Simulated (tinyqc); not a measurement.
# Surface potential of a MOS transistor: implicit equation and explicit approximations: effects of single changes

p-type body, charge-sheet picture, depletion and inversion only, full ionisation (an idealisation for deep acceptors), Boltzmann statistics (rough once Na exp(x - xn) passes about Nc/7). In units of Vt: xg = (Vg - Vfb)/Vt, x = psi/Vt, G = gamma/sqrt(Vt), xn = (2 phiF + Vc)/Vt. The implicit equation is (xg - x)^2 = G^2 [x - 1 + exp(x - xn)] for x above about 3. Cox = eps0 eox/tox.

Inputs (values chosen for the exercise); band and dielectric values close to those of germanium: temperature T = 300 K; band gap Eg = 0.669 eV; relative permittivity eps_r = 16.2; conduction-band density of states at T Nc = 1.03e19 cm^-3; valence-band density of states at T Nv = 6.06e18 cm^-3; relative permittivity of the gate insulator (close to silicon dioxide) eox = 3.9; insulator thickness tox = 9.4 nm; acceptor density Na = 5.4e17 cm^-3; flat-band voltage Vfb = -0.99 V; channel-body voltage Vc = 0.5 V; gate-body voltage Vg = 2.13 V.

Constants: q = 1.602176634e-19 C, kB = 1.380649e-23 J/K, Vt = kB T/q, eps0 = 8.8541878128e-14 F/cm where lengths are in cm. Results are converted to the units shown.

Each table varies one quantity; the others keep the values above.

## Accuracy of the approximations against gate voltage

ni = sqrt(Nc Nv) exp(-Eg/(2 Vt)), Eg in volts; phiF = Vt ln(Na/ni); gamma = sqrt(2 q eps0 eps_r Na)/Cox; VT = Vfb + Vt (xn + G sqrt(xn - 1)). Depletion value a = 1 + [sqrt(G^2/4 + xg - 1) - G/2]^2; inversion value b = xn + ln[(xg - xn)^2/G^2 - xn + 1] and first guess y = min(a, b) - ln(1 + exp(-|a - b|)) if a > xn + 1, else b = y = a; one second-order correction with D = exp(y - xn), p = 2 (xg - y) + G^2 (1 + D), w = (xg - y)^2 - G^2 (y - 1 + D): z = y + 2 w/(p + sqrt(p^2 - 2 (2 - G^2 D) w)), or the Newton step z = y + w/p where the root is not real. N_inv = (Cox Vt G/q) [sqrt(x - 1 + exp(x - xn)) - sqrt(x - 1)] at the root. Lambert form (Cox m Vt/q) W0[(G/(2 m sqrt(xn - 1))) exp((Vg - VT)/(m Vt))], m = 1 + G/(2 sqrt(xn - 1)). Errors under 1e-4 mV, and the linear form below VT, are printed as 0.

Accuracy of the approximations against gate voltage:
```
Vg (V)  psi (V)    x - xn  error of y (mV)  error of z (mV)  N_inv (cm^-2)  Cox (Vg - VT)/q (cm^-2)  Lambert form (cm^-2)
1       0.79817   -8.9780          1.42e-3                0       5.7697e6                        0              3.9892e6
1.2     0.91268   -4.5487            0.115                0       4.5157e8                        0              4.0099e8
1.4      1.0228  -0.28874             7.80          -0.0349      3.0014e10                 1.2971e9             3.0034e10
1.6      1.0809    1.9583             11.5           -0.432      2.6622e11                4.5987e11             2.7026e11
1.8      1.1050    2.8890             9.76           -0.292      6.3341e11                9.1844e11             6.4273e11
2        1.1193    3.4438             7.55           -0.128      1.0377e12                1.3770e12             1.0523e12
2.2      1.1296    3.8415             6.21          -0.0693      1.4574e12                1.8356e12             1.4772e12
2.4      1.1377    4.1540             5.33          -0.0428      1.8856e12                2.2941e12             1.9102e12
2.6      1.1444    4.4132             4.69          -0.0288      2.3189e12                2.7527e12             2.3482e12
```

psi rises from 0.798 to 1.14 V and ends 4.4 Vt above 2 phiF + Vc. Among the rows the first guess is off by at most 11 mV (at Vg = 1.6 V) and the corrected value by at most 0.43 mV. In the last row the linear form is 19 % above N_inv and the Lambert form 1.3 % above it; in the first row the Lambert form is 31 % below it. For Vg = 1.6, 1.8, 2, 2.2, 2.4, 2.6 the electron quasi-Fermi level lies less than 2 Vt below the band edge at the surface, or above it, where degeneracy and confinement, left out, matter.

## Effect of the acceptor density at fixed gate voltage

Same model as above.

Vfb is held fixed.

Effect of the acceptor density at fixed gate voltage:
```
Na (cm^-3)  psi (V)   x - xn  error of y (mV)  error of z (mV)  N_inv (cm^-2)  Cox (Vg - VT)/q (cm^-2)  Lambert form (cm^-2)
1.8e16       1.0581   7.8795             5.00          -0.0360      4.1508e12                4.6779e12             4.2557e12
3.9e16       1.0771   7.0687             4.70          -0.0295      3.8272e12                4.3242e12             3.9116e12
8.6e16       1.0959   6.2139             4.52          -0.0260      3.3572e12                3.8258e12             3.4214e12
1.9e17       1.1131   5.2918             4.66          -0.0284      2.6784e12                3.1171e12             2.7225e12
4.1e17       1.1250   4.2155             5.66          -0.0520      1.7336e12                2.1279e12             1.7584e12
9e17         1.1129   2.1735             10.9           -0.394      4.1668e11                6.5512e11             4.2208e11
2e18        0.80953  -11.157          2.20e-4                0       1.2469e6                        0              6.5541e5
4.3e18      0.49599  -24.816                0                0         2.7601                        0              0.060488
```

As Na goes from 1.8e16 to 4.3e18, psi goes from 1.06 through a maximum of 1.13 (at Na = 4.1e17 among the rows listed) to 0.496 V, x - xn falls from 7.88 to -24.8 and N_inv falls from 4.15e12 to 2.76 cm^-2. The Lambert form lies between 0.0219 and 1.03 times N_inv. For Na = 1.8e16, 3.9e16, 8.6e16, 1.9e17, 4.1e17, 9e17 the electron quasi-Fermi level lies less than 2 Vt below the band edge at the surface, or above it, where degeneracy and confinement, left out, matter.

Numbers from tinyqc (`OMP_NUM_THREADS=1 python tinyqc.py 2122061 2122062 out.jsonl`; about 0.01 s on one thread of a shared Intel Xeon 2.30GHz).
